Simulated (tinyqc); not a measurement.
# Space-charge-limited current with shallow traps, step by step

Program tinyqc, `OMP_NUM_THREADS=1 python tinyqc.py 2370087 2370088 out.jsonl`; Intel Xeon 2.30GHz, shared host, one thread, about 0.01 s. Printed values are rounded.

One carrier type, drift only, an injecting contact at x = 0 (zero field) and thickness L. The share th = y/(1 + y), y = (Nc/Nt) exp(-Et/kB T), of the injected charge is free: J = q mu n F, eps0 eps_r dF/dx = q (n - n0)/th.

Values chosen for this exercise:
- T = 300 K (temperature)
- eps_r = 19.5 (relative permittivity)
- mu = 0.053 cm^2/(V s) (mobility)
- L = 1500 nm (thickness)
- Nc = 7e20 cm^-3 (band density of states)
- Nt = 1.7e16 cm^-3 (trap density)
- Et = 0.49 eV (trap depth)
- n0 = 2.6e10 cm^-3 (free carrier density in equilibrium)
- V = 6.2 V (voltage)

Constants: q = 1.602176634e-19 C, kB = 1.380649e-23 J/K, Vt = kB T/q, eps0 = 8.8541878128e-14 F/cm where lengths are in cm. Results are converted to the units shown.

Range of the model: Diffusion and a field-dependent mobility are left out. With injecting contacts the diffusion current, about 4 pi^2 Vt th eps0 eps_r mu V/L^3, equals the Mott-Gurney current at V = 35 kB T/q (0.9 V at 300 K), so the drift-only result needs V well above that.

## Limits and characteristic voltages

Ohmic J = q n0 mu V/L; Mott-Gurney J = (9/8) th eps0 eps_r mu V^2/L^3; they cross at Vx = 8 q n0 L^2/(9 th eps0 eps_r); traps fill at V_TFL = q Nt L^2/(2 eps0 eps_r).

th = 2.41494e-4
ohmic J = 9.12557e-6 A/cm^2
Mott-Gurney J = 2.83157e-4 A/cm^2
Vx = 0.199813 V
V_TFL = 17.7471 V

## The exact current

Exact: with u = n0/n(L), w = -u - ln(1 - u) and v = -u - u^2/2 - ln(1 - u), V = (q n0 L^2/(th eps0 eps_r)) v/w^2 and J = q^2 n0^2 mu L/(th eps0 eps_r w). v/w^2 falls steadily with u, so u follows by bisection.

v/w^2 = 27.5813
u = 0.0470089
w = 0.00114082
J = 2.90021e-4 A/cm^2
exit field over V/L = 1.49400

J is 0.77 % below the plain sum of the two limits; the exit field lies between the ohmic 1 and the Mott-Gurney 1.5.
